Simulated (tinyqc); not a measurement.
UKS/BLYP in the sto-3g basis, for BeH, spin multiplicity 2, step by step (part 2 of 2). Computed by tinyqc, a small Python program that keeps every step (integrals from PySCF). Command: `OMP_NUM_THREADS=1 python tinyqc.py 25256 25257 out.jsonl` (the two numbers bound the seeds that draw the settings). One thread of a shared host (Intel(R) Xeon(R) Processor @ 2.60GHz), about 2 s of CPU time with the checks.

Geometry (angstrom):
```
atom       x       y       z
Be    0.0000  0.0000  0.0000
H     0.0000  0.0000  2.2710
```

## Iteration 11 (converged): orbitals

converged F(alpha) (hartree), lower triangle:
```
          1Be 1s   1Be 2s  1Be 2px  1Be 2py  1Be 2pz    2H 1s
1Be 1s   -3.6903
1Be 2s   -1.0956  -0.4624
1Be 2px   0.0000   0.0000   0.0086
1Be 2py   0.0000   0.0000   0.0000   0.0086
1Be 2pz   0.0025   0.0208   0.0000   0.0000  -0.0008
2H 1s    -0.0365  -0.0839   0.0000   0.0000  -0.0948  -0.1501
```

converged F(beta) (hartree), lower triangle:
```
          1Be 1s   1Be 2s  1Be 2px  1Be 2py  1Be 2pz    2H 1s
1Be 1s   -3.6843
1Be 2s   -1.0939  -0.4437
1Be 2px   0.0000   0.0000   0.0217
1Be 2py   0.0000   0.0000   0.0000   0.0217
1Be 2pz  -0.0021  -0.0253   0.0000   0.0000   0.0283
2H 1s    -0.0365  -0.0791   0.0000   0.0000  -0.0864  -0.0380
```

X, lower triangle:
```
          1Be 1s   1Be 2s  1Be 2px  1Be 2py  1Be 2pz   2H 1s
1Be 1s    1.0269
1Be 2s   -0.1376   1.0386
1Be 2px   0.0000   0.0000   1.0000
1Be 2py   0.0000   0.0000   0.0000   1.0000
1Be 2pz  -0.0028   0.0163   0.0000   0.0000   1.0220
2H 1s     0.0136  -0.0910   0.0000   0.0000  -0.1239  1.0335
```

Diagonalise F' = X^T F X, C = X C', fill 3 alpha and 2 beta electrons from the bottom; D(s) = C_occ C_occ^T. Each column has its largest component positive (the first on a tie).

F' = X^T F X (alpha) (hartree), lower triangle:
```
         1        2       3       4        5        6
1  -3.5918
2  -0.6005  -0.2409
3   0.0000   0.0000  0.0086
4   0.0000   0.0000  0.0000  0.0086
5  -0.0054   0.0357  0.0000  0.0000   0.0219
6   0.0187  -0.0553  0.0000  0.0000  -0.0861  -0.1227
```

orbital energies (alpha) (hartree): MO1 -3.6962, MO2 -0.1937, MO3 -0.1213, MO4 0.0086, MO5 0.0086, MO6 0.0777

coefficients C (alpha):
```
             MO1      MO2      MO3      MO4     MO5      MO6
1Be 1s    0.9882  -0.1858  -0.2331   0.0000  0.0000  -0.0915
1Be 2s    0.0425   0.5986   0.7979   0.0000  0.0000   0.3307
1Be 2px   0.0000   0.0000   0.0000   1.0000  0.0083   0.0000
1Be 2py   0.0000   0.0000   0.0000  -0.0083  1.0000   0.0000
1Be 2pz   0.0001   0.1150  -0.4169   0.0000  0.0000   0.9344
2H 1s    -0.0047   0.6917  -0.5157   0.0000  0.0000  -0.5895
```

F' = X^T F X (beta) (hartree), lower triangle:
```
         1        2       3       4        5        6
1  -3.5856
2  -0.6020  -0.2226
3   0.0000   0.0000  0.0217
4   0.0000   0.0000  0.0000  0.0217
5  -0.0038  -0.0119  0.0000  0.0000   0.0503
6   0.0195  -0.0563  0.0000  0.0000  -0.0907  -0.0064
```

orbital energies (beta) (hartree): MO1 -3.6901, MO2 -0.1557, MO3 -0.0384, MO4 0.0217, MO5 0.0217, MO6 0.1200

coefficients C (beta):
```
             MO1      MO2      MO3     MO4      MO5      MO6
1Be 1s    0.9882  -0.2530   0.1751  0.0000   0.0000  -0.0491
1Be 2s    0.0423   0.8340  -0.6108  0.0000   0.0000   0.1893
1Be 2px   0.0000   0.0000   0.0000  0.0517   0.9987   0.0000
1Be 2py   0.0000   0.0000   0.0000  0.9987  -0.0517   0.0000
1Be 2pz   0.0019   0.2180   0.4953  0.0000   0.0000   0.8760
2H 1s    -0.0050   0.3932   0.6219  0.0000   0.0000  -0.7420
```

D(alpha) after iteration 11, lower triangle:
```
          1Be 1s   1Be 2s  1Be 2px  1Be 2py  1Be 2pz   2H 1s
1Be 1s    1.0654
1Be 2s   -0.2552   0.9968
1Be 2px   0.0000   0.0000   0.0000
1Be 2py   0.0000   0.0000   0.0000   0.0000
1Be 2pz   0.0759  -0.2638   0.0000   0.0000   0.1871
2H 1s    -0.0130   0.0024   0.0000   0.0000   0.2946  0.7444
```

D(beta) after iteration 11, lower triangle:
```
          1Be 1s  1Be 2s  1Be 2px  1Be 2py  1Be 2pz   2H 1s
1Be 1s    1.0407
1Be 2s   -0.1692  0.6973
1Be 2px   0.0000  0.0000   0.0000
1Be 2py   0.0000  0.0000   0.0000   0.0000
1Be 2pz  -0.0533  0.1819   0.0000   0.0000   0.0475
2H 1s    -0.1044  0.3277   0.0000   0.0000   0.0857  0.1546
```

Within a degenerate level the vectors are fixed only up to a rotation; this is one choice.

## Convergence

Stop when the energy changes by less than 1e-09 hartree and every element of the error matrix X^T (F D S - S D F) X (for each spin) is below 9e-06.

Course of the cycle:
```
iteration  E (hartree)     change  largest element of the error matrix
1           -14.471784          -                             1.39e-01
2           -14.663236  -1.91e-01                             1.69e-01
3           -14.920011  -2.57e-01                             6.50e-02
4           -14.921890  -1.88e-03                             6.82e-02
5           -14.921167   7.23e-04                             6.99e-02
6           -14.933955  -1.28e-02                             5.04e-03
7           -14.934024  -6.90e-05                             2.92e-03
8           -14.934053  -2.87e-05                             1.91e-03
9           -14.934066  -1.32e-05                             5.43e-05
10          -14.934066  -4.40e-08                             6.22e-06
11          -14.934066  -4.50e-10                             1.80e-07
```

PySCF UKS in the same basis, fine grid, after a stability check = -14.933926 hartree

Converged in 11 iterations. The coarse grid moves the energy by -1.40e-04 hartree.

## Populations, bond orders and dipole

overlap S, lower triangle:
```
         1Be 1s  1Be 2s  1Be 2px  1Be 2py  1Be 2pz   2H 1s
1Be 1s   1.0000
1Be 2s   0.2595  1.0000
1Be 2px  0.0000  0.0000   1.0000
1Be 2py  0.0000  0.0000   0.0000   1.0000
1Be 2pz  0.0000  0.0000   0.0000   0.0000   1.0000
2H 1s    0.0083  0.1666   0.0000   0.0000   0.2347  1.0000
```

Mulliken: Z minus the diagonal of D S on the atom; Loewdin: the same with S^(1/2) D S^(1/2); Mayer order: 2 sum_s sum (D(s) S)_ij (D(s) S)_ji over the two atoms.

Charges (e):
```
atom  Mulliken  Loewdin  Mulliken spin
1Be     0.0423   0.0387         0.4147
2H     -0.0423  -0.0387         0.5853
```

Mayer bond orders:
```
pair   order
2-1   0.6556
```

dipole moment about the origin, x y z (debye): 0.0000  0.0000  -0.6364

<S^2> of the determinant (pure state: 0.75) = 0.8011
